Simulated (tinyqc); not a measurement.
Current of a Schottky diode by thermionic-emission-diffusion theory, and its read-back from I-V-T and C-V data. From one set of inputs to another, one input at a time. Computed by tinyqc, a small Python program. Command: `OMP_NUM_THREADS=1 python tinyqc.py 3025105 3025106 out.jsonl schottky ladder`. One thread of a shared host (Intel(R) Xeon(R) Processor @ 2.30GHz), about 0.01 s of CPU time with the checks.

Full ionisation, no tunnelling, no recombination current. V is the voltage across the junction itself, forward positive.

The inputs printed are set A. Set A is modelled on n-type Ga2O3; the values taken over come from a set modelled on n-type 4H-SiC. Inputs not listed in the table keep their values of set A, so the rows need not describe a real material.

Inputs (values chosen for the exercise, modelled on n-type Ga2O3):

| quantity | value | unit |
|---|---|---|
| Richardson constant A* | 33.5 | A/(cm^2 K^2) |
| effective density of states at 300 K, N_c | 3.7e+18 | 1/cm^3 |
| permittivity eps | 10.2 | - |
| mobility mu | 120 | cm^2/(V s) |
| barrier without image force phi_0 (mean) | 1.25 | eV |
| doping N | 2.6e+17 | 1/cm^3 |
| series resistance R_s | 0.14 | milliohm cm^2 |
| junction voltage V | 0.38 | V |
| temperature T | 350 | K |
| standard deviation sigma | 34 | meV |
| relative change of sigma^2 with bias, rho | 0.26 | 1/V |

Barrier: Gaussian spread of heights.

Constants: k_B = 8.617333262e-05 eV/K; e = 1.602176634e-19 C; eps_0 = 8.8541878128e-12 F/m.

Method:
- N_c(T) = N_c (T/300 K)^(3/2); V_bi = phi_0 - (k_B T/e) ln(N_c(T)/N); surface field F = sqrt(2 e N (V_bi - V - k_B T/e)/(eps eps_0)); image lowering d_phi = sqrt(e F/(4 pi eps eps_0)); effective barrier phi = phi_0 - d_phi - sigma^2 (1 - rho V)/(2 k_B T).
- Collection velocity v_R = A* T^2/(e N_c(T)); diffusion velocity v_D = mu F; J = e N_c(T) v_R/(1 + v_R/v_D) exp(-phi/k_B T) [exp(e V/k_B T) - 1].
- Terminal voltage V + J R_s.
- Ideality n = (e/k_B T)/(d ln J/dV) by a central difference of +/- 1 mV; J_0 = J exp(-e V/(n k_B T)); apparent barrier phi_IV = k_B T ln(A* T^2/J_0); a C-V plot gives phi_CV = phi_0, the mean without lowering.

Each row keeps all changes above it:

| input moved | from | to | current density J (A/cm^2) | ideality factor n | image lowering (meV) |
|---|---|---|---|---|---|
| set A | - | - | 1.390e-05 | 1.029 | 60.99 |
| Richardson constant A* (A/(cm^2 K^2)) | 33.5 | 149 | 4.094e-05 | 1.035 | 60.99 |
| temperature T (K) | 350 | 250 | 8.953e-10 | 1.033 | 61.87 |
| barrier without image force phi_0 (mean) (eV) | 1.25 | 1.38 | 2.464e-12 | 1.029 | 64.25 |
| mobility mu (cm^2/(V s)) | 120 | 890 | 3.627e-12 | 1.026 | 64.25 |
| standard deviation sigma (meV) | 34 | 55 | 2.226e-11 | 1.038 | 64.25 |
| permittivity eps | 10.2 | 9.7 | 2.501e-11 | 1.039 | 66.72 |
| doping N (1/cm^3) | 2.6e+17 | 3.3e+16 | 6.183e-12 | 1.033 | 39.34 |

Where does the difference come from?

Current density J goes from 1.39e-5 to 6.18e-12, a factor 4.45e-7 in all. The largest single move comes from temperature T (a factor 2.19e-5), and standard deviation sigma works against it (a factor 6.14). ideality factor n ends near its start, 1.03; the largest single move comes from standard deviation sigma (a factor 1.012). Image lowering goes from 61.0 to 39.3, a factor 0.645 in all. The largest single move comes from doping N (a factor 0.590). The single moves hold for this order of the switches; the total does not depend on the order.

Extremes, crossings and ranges named in words are read from the listed rows.
